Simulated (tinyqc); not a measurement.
# Worked calculation: ellipsometry and reflectance of a transparent film on an absorbing substrate

Numbers from tinyqc (`OMP_NUM_THREADS=1 python tinyqc.py 2870180 2870181 out.jsonl`; about 0.5 s on one thread of a shared Intel Xeon 2.30GHz). Printed values are rounded.

Air (index 1), film, substrate with N2 = n2 - i k2; time factor exp(+i w t). q_j = sqrt(N_j^2 - sin^2 th), root with positive real part. Fresnel coefficients r_s = (q_a - q_b)/(q_a + q_b), r_p = (N_b^2 q_a - N_a^2 q_b)/(N_b^2 q_a + N_a^2 q_b). tan(Psi) exp(i Delta) = R_p/R_s, Delta taken from 0 to 360 degrees.

Values chosen for this exercise; indices close to those of a porous low-k film on silicon: wavelength lam = 632.8 nm; angle of incidence th = 65 degrees; index of the transparent film n1 = 1.287; film thickness d = 71 nm; index of the substrate n2 = 3.882; extinction coefficient of the substrate k2 = 0.019.

## Interface coefficients and thickness period

q0, q1, q2 and the coefficients r01 and r12 for p and s; the results repeat in d with the period lam/(2 q1).

q0 = 0.422618
q1 = 0.913770
q2 = 3.77473-0.01954i
r01,p = -0.132458
r01,s = -0.367522
r12,p = 0.375484-0.001981i
r12,s = -0.610214+0.001624i
period = 346.258 nm

## Psi, Delta and reflectances

beta = 2 pi d q1/lam, X = exp(-2 i beta), R = (r01 + r12 X)/(1 + r01 r12 X) for p and s.

beta = 0.644182 rad
X = 0.278693-0.960380i
R_p = -0.047771-0.363825i
R_s = -0.592458+0.432033i
Psi = 26.5852 degrees
Delta = 118.620 degrees
|R_p|^2 = 0.134651
|R_s|^2 = 0.537658

The bare substrate gives Psi = 17.76 and Delta = 179.58 degrees.
